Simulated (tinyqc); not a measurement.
Angle series: uniform film or islands? Model: X-ray photoelectron analysis of a thin oxide on a semiconductor: attenuation lengths, thickness, angle series and band offsets. Computed by tinyqc, a small Python program. Command: `OMP_NUM_THREADS=1 python tinyqc.py 3114182 3114183 out.jsonl xps walk`. One thread of a shared host (Intel(R) Xeon(R) Processor @ 2.30GHz), about 0.01 s of CPU time with the checks.

The same element is seen in the oxide and in the substrate, at nearly the same kinetic energy; films are flat and uniform, and the work function is ignored.

Inputs (values chosen for the exercise, modelled on SiO2 on silicon):
```
quantity                                           value     unit
photon energy                                     1486.6       eV
binding energy of the core level                    99.4       eV
oxide density                                       2.15   g/cm^3
oxide formula mass                                 60.08    g/mol
valence electrons per oxide formula                   16        -
oxide gap                                           8.99       eV
substrate density                                   2.33   g/cm^3
substrate formula mass                             28.09    g/mol
valence electrons per substrate formula                4        -
substrate gap                                       1.12       eV
oxide thickness d                                    2.5       nm
emission angle from the normal                        60  degrees
attenuation length over inelastic mean free path    0.95        -
carbon overlayer                                    0.55       nm
```

Method:
- TPP-2M: lambda = E/(E_p^2 [b ln(c E) - C/E + D/E^2]) in angstrom, E_p = 28.8 sqrt(N_v rho/M), b = -0.10 + 0.944/sqrt(E_p^2 + E_g^2) + 0.069 rho^0.1, c = 0.191/sqrt(rho), U = N_v rho/M, C = 1.97 - 0.91 U, D = 53.4 - 20.8 U, with E = photon energy less binding energy in eV.
- Attenuation length L = factor x lambda.
- R_0 = (rho_o/M_o) L_o/((rho_s/M_s) L_s); peak ratio R = I_ox/I_sub = R_0 [exp(d/(L_o cos theta)) - 1]; hence d = L_o cos theta ln(1 + R/R_0). A carbon layer weakens both peaks alike, by exp(-d_C/(L_o cos theta)) if its L is taken equal to L_o. This R_0 leaves out intrinsic losses from the substrate peak, so calibrated values can be larger.
- Islands: half of the surface carries 2 d and half none, R = R_0 (1/2)(1 - t)/(1/2 + t/2) with t = exp(-2 d/(L_o cos theta)); the apparent thickness is read with the uniform formula.

R_0 = 0.547426

L in the oxide = 3.72451 nm

Against the angle:
```
theta (degrees)  R, uniform  R, islands  apparent d, islands (nm)
0                    0.5237     0.32068                    1.7173
20                   0.5708     0.33577                    1.6741
35                   0.6948     0.36938                    1.5733
45                   0.8670     0.40479                    1.4579
55                   1.2168     0.45127                    1.2844
65                   2.1324     0.50357                    1.0267
75                   6.7747     0.54134                    0.6628
```

A uniform film gives d = 2.5 nm at every angle. The island film of the same volume reads 1.72 nm at normal emission and 0.663 nm at 75 degrees; its ratio cannot pass R_0, since the bare half always shows the substrate. Caution: beyond about 60 degrees elastic scattering and roughness make a single attenuation length unreliable.

Extremes, crossings and ranges named in words are read from the listed rows.
